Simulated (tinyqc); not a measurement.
Formation energy of a charged point defect from supercell energies: one step, computed by the program tinyqc.

The host is a compound AB. Making the defect adds n_A = -1, n_B = 0, n_X = 1 atoms to the cell. All total energies are inputs. E_F is counted from the valence-band maximum (VBM); x = 0 is A-rich and x = 1 B-rich growth.

Question. Transition levels and the lower envelope. eps(q/q') = [E_f(q', 0) - E_f(q, 0)]/(q - q'). U of state q is eps(q/q-1) - eps(q+1/q). The stable state at each E_F is the lowest line E_f(q, 0) + q E_F.

Inputs (values chosen for the exercise, for a model compound AB): gap E_g = 5.3 eV.

Defect: impurity X on an A site. Supercell lattice: fcc.

E_f(q, 0) (eV): (q=+1) 0.133601, (q=0) 1.848000, (q=-1) 5.746601

Give: One-electron levels above the VBM (eV); Stable states.

Answer.

One-electron levels above the VBM (eV):

| level | energy | U of the state between this level and the next |
|---|---|---|
| (+1/0) | 1.714 | 2.184 |
| (0/-1) | 3.899 | - |

Stable states:

| q | from E_F (eV) | to E_F (eV) |
|---|---|---|
| +1 | 0.000 | 1.714 |
| 0 | 1.714 | 3.899 |
| -1 | 3.899 | 5.300 |

Stable in the gap, from the VBM up: +1, 0, -1.
